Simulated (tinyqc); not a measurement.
Comparisons within one model: core-shell quantum dot (spherical envelope functions). A value that a table varies takes the place of the one given here.

Parabolic bands; strain and other valleys are left out. s states, u = r psi, hard wall at R + H, c = hbar^2/2m0, energies from the band edges of the core. Core: u = sin(k1 r)/k1, k1 = sqrt(m1 E/c). At R, psi and psi'/m are continuous, so u is continuous and its slope in the shell is s = u/R + (m2/m1)(u' - u/R). Shell: u(R + x) = u(R) cos(k2 x) + s sin(k2 x)/k2, k2 = sqrt(m2 (E - V)/c); for negative arguments the functions turn into sinh and cosh. A level has u(R + H) = 0.

Overlap = (integral of u_e u_h)^2 with normalised u. Coulomb integrals J_ab = (q/eps) double integral of u_a(r)^2 u_b(s)^2/max(r, s), q = e^2/(4 pi eps0), one eps everywhere. Exciton E = Eg + E_e + E_h - J_eh; first-order biexciton shift J_ee + J_hh - 2 J_eh (positive: repulsive).

Constants: hbar^2/2m0 = 3.80998211 eV angstrom^2; e^2/(4 pi eps0) = 14.39964547 eV angstrom; hc = 1239.841984 eV nm.

Parameters, chosen for this exercise (near those of an InAs/InP core-shell dot; not measured data):
- R = 19 angstrom (core radius)
- Vc = 0.525 eV (conduction edge of the shell above that of the core)
- Vv = 0.413 eV (hole barrier of the shell)
- me1 = 0.029 m0 (electron, core)
- me2 = 0.078 m0 (electron, shell)
- mh1 = 0.348 m0 (hole, core)
- mh2 = 0.521 m0 (hole, shell)
- Eg = 0.418 eV (gap of the core)
- eps = 12.4 (dielectric constant)
- Hs = (2, 6, 11, 20, 31, 47, 63) angstrom (shell thicknesses)
- H = 20 angstrom (shell thickness)

## Growing the shell

All quantities anew for each H.

Results:
```
H (angstrom)  E_e (eV)  E_h (eV)  electron in core  overlap  J_eh (meV)  E (eV)  biexciton shift (meV)
2               2.1306    0.2258             0.975    0.981        90.7   2.684                    0.7
6               1.1445    0.1732             0.838    0.951        77.4   1.658                    1.8
11              0.7958    0.1617             0.690    0.898        70.7   1.305                    3.6
20              0.6126    0.1598             0.526    0.777        63.8   1.127                    7.2
31              0.5492    0.1597             0.419    0.654        58.3   1.069                   11.1
47              0.5213    0.1597             0.339    0.543        53.1   1.046                   15.2
63              0.5123    0.1597             0.297    0.481        49.8   1.040                   17.9
```

How do the results move?

The line moves by -1643 meV: the electron gives -1618, the hole -66 and the weaker attraction +41 meV. Over the last step E_e moves by -9.0 meV and E_h by 0.0 meV; the electron level lies just below the shell edge Vc, so it is weakly bound and still feels the outer wall. The overlap goes from 0.981 to 0.481, which scales the radiative lifetime by 2.0 if the rate is proportional to it. Up to H = 63 angstrom E_e exceeds 0.15 Eg, where a parabolic band overstates it. In the thickest shell the electron is spread so far that the attraction of the hole, taken to first order here, would pull it back and raise the overlap.

## What each parameter does

All quantities anew. Each row changes one parameter from the base and keeps the others.

Results:
```
case             E (eV)  overlap  electron in core  biexciton shift (meV)
base              1.127    0.777             0.526                    7.2
R = 16 angstrom   1.255    0.770             0.440                    8.8
H = 25 angstrom   1.091    0.716             0.469                    9.1
Vc = 0.425 eV     1.079    0.756             0.504                    7.9
Vv = 0.31 eV      1.114    0.836             0.526                    5.3
me2 = 0.098 m0    1.059    0.786             0.536                    7.0
mh1 = 0.278 m0    1.141    0.817             0.526                    5.4
eps = 14.3        1.135    0.777             0.526                    6.2
```

What does this show?

The largest shifts from the base row, up to three for each result and ties (the steps differ in size, so this ranks the rows, not the parameters). E (eV): R +0.128, me2 -0.068, Vc -0.048. overlap: H -0.061, Vv +0.059, mh1 +0.040; unchanged at the printed digits by eps. electron in core: R -0.086, H -0.057, Vc -0.022; unchanged at the printed digits by Vv, mh1 and eps. biexciton shift (meV): H +1.9, Vv -1.9, mh1 -1.8.

Run: tinyqc, `OMP_NUM_THREADS=1 python tinyqc.py 1251398 1251399 out.jsonl`; Intel(R) Xeon(R) Processor @ 2.30GHz, one thread, shared host; about 0.03 s of CPU time with all checks.
